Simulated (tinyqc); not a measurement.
Wafer bonding and layer transfer: bond energy, gap closing, particles, bonding of dissimilar wafers and hydrogen blisters. From one set of inputs to another, one input at a time. Computed by tinyqc, a small Python program. Command: `OMP_NUM_THREADS=1 python tinyqc.py 3014001 3014002 out.jsonl bond ladder`. One thread of a shared host (Intel(R) Xeon(R) Processor @ 2.30GHz), about 0.01 s of CPU time with the checks.

gamma is the energy per area of each of the two surfaces; plates are isotropic.

The inputs printed are set A. Inputs not listed in the table keep their values of set A, so the rows need not describe a real material.

Inputs (values chosen for the exercise, for model wafers): Young's modulus E1 = 143 GPa; Young's modulus E2 = 69.5 GPa; Poisson ratio nu = 0.29; thickness t1 = 300 micrometre; thickness t2 = 625 micrometre; blade thickness t_b = 80 micrometre; crack length L = 10.1 mm; expansion mismatch alpha_2 - alpha_1 = -2.7 1e-6/K; heating dT = 175 K; implant depth d = 0.59 micrometre; hydrogen dose = 6.1 1e16/cm^2; share of the dose released as H2 = 0.21; surface energy of the weakened plane gamma_s = 0.5 J/m^2; anneal temperature T = 850 K.

Pair: two different wafers.

Constants: k_B = 1.380649e-23 J/K.

Method:
- Two cantilevers opened by t_b: gamma = 3 t_b^2 E1 t1^3 E2 t2^3/(16 L^4 (E1 t1^3 + E2 t2^3)).
- M = E/(1 - nu), misfit e = (alpha_2 - alpha_1) dT. Curvature k = 6 M1 M2 t1 t2 (t1 + t2) e/[M1^2 t1^4 + M2^2 t2^4 + 2 M1 M2 t1 t2 (2 t1^2 + 3 t1 t2 + 2 t2^2)]; force per width F = k (M1 t1^3 + M2 t2^3)/(6 (t1 + t2)); at the interface s1 = F/t1 + M1 k t1/2, s2 = -F/t2 - M2 k t2/2; stored biaxial energy U = F^2 [1/(M1 t1) + 1/(M2 t2)] + k^2 (M1 t1^3 + M2 t2^3)/12; the pair can part when U > 2 gamma.
- A flat crack of radius r under a layer of thickness d, as a clamped plate: centre height w = 3 p r^4/(16 E' d^3), volume pi r^2 w/3, energy release G = 3 p^2 r^4/(32 E' d^3), E' = E1/(1 - nu^2). It grows when G = 2 gamma_s. The gas comes from the area pi r^2: p V = (dose x share/2) pi r^2 k_B T, and G = p w/2 = (3/2) N k_B T with N the H2 molecules per area. Share needed: G = 2 gamma_s. The pressure and height at growth are given for r = 10 d.

Each row keeps all changes above it:
```
input moved                                           from    to  largest dT for this gamma (K)  share of the dose needed  pressure at growth (MPa)
set A                                                    -     -                         109.45                   0.18625                    16.801
anneal temperature T (K)                               850   625                         109.45                   0.25331                    16.801
thickness t1 (micrometre)                              300   625                         178.74                   0.25331                    16.801
surface energy of the weakened plane gamma_s (J/m^2)   0.5   1.2                         178.74                   0.60793                    26.028
hydrogen dose (1e16/cm^2)                              6.1   8.2                         178.74                   0.45224                    26.028
Young's modulus E1 (GPa)                               143   139                         179.37                   0.45224                    25.661
expansion mismatch alpha_2 - alpha_1 (1e-6/K)         -2.7  0.81                         597.89                   0.45224                    25.661
Young's modulus E2 (GPa)                              69.5  87.8                         612.43                   0.45224                    25.661
```

Where does the difference come from?

Largest dT for this gamma goes from 109 to 612, a factor 5.60 in all. The largest single move comes from expansion mismatch alpha_2 - alpha_1 (a factor 3.33). Share of the dose needed goes from 0.186 to 0.452, a factor 2.43 in all. The largest single move comes from surface energy of the weakened plane gamma_s (a factor 2.40), and hydrogen dose works against it (a factor 0.744). Pressure at growth goes from 16.8 to 25.7, a factor 1.53 in all. The largest single move comes from surface energy of the weakened plane gamma_s (a factor 1.55). The single moves hold for this order of the switches; the total does not depend on the order.

Caution (rows set A, anneal temperature T, thickness t1, surface energy of the weakened plane gamma_s, hydrogen dose, Young's modulus E1): on a wafer of 100 mm the sag k R^2/2 would exceed half the thickness of the pair, beyond the small-deflection theory: the plate stiffens.

Extremes, crossings and ranges named in words are read from the listed rows.
